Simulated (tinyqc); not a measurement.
Raising U: Hubbard chain of 3 sites, mean field against exact. Computed by the program tinyqc. Command: `OMP_NUM_THREADS=1 python tinyqc.py 112179 112180 out.jsonl`; one thread of a shared host (Intel(R) Xeon(R) Processor @ 2.60GHz), about 5 s.

one-body matrix (hopping and site energies) (eV):
```
         1        2        3
1   0.0000  -1.4900   0.0000
2  -1.4900   0.0000  -1.4900
3   0.0000  -1.4900   0.0000
```

electrons, up and down: 2  1

Collinear unrestricted mean field (the lowest of 40 random starts) against exact diagonalisation.

Exact and mean-field results (eV):
```
U          U/t   E exact  E mean field  mean |n_up - n_down|  double occupancy, exact  first gap in the sector
0.740    0.497  -3.77364      -3.75653                 0.367                    0.189                    2.004
1.490    1.000  -3.37268      -3.30540                 0.413                    0.168                    1.883
2.980    2.000  -2.71193      -2.48333                 0.556                    0.129                    1.621
4.470    3.000  -2.21317      -1.85179                 0.729                    0.096                    1.376
5.960    4.000  -1.84174      -1.43742                 0.837                    0.072                    1.172
8.940    6.000  -1.35103      -0.97875                 0.926                    0.042                    0.879
11.920   8.000  -1.05449      -0.73900                 0.958                    0.026                    0.693
17.880  12.000  -0.72526      -0.49492                 0.981                    0.013                    0.480
29.800  20.000  -0.44261      -0.29763                 0.993                 4.85e-03                    0.294
```

In absolute terms mean field is worst at U/t = 4.0, 0.404 eV too high: at small U it is nearly exact, and at large U it misses only exchange-scale energies. Relative to the exact energy its error is 0.5 % at the smallest U, 33 % at most and 33 % at the largest. The double occupancy falls from 0.189 to 0.005; at the largest U the first gap is 0.99 times the exchange scale 4t^2/U.
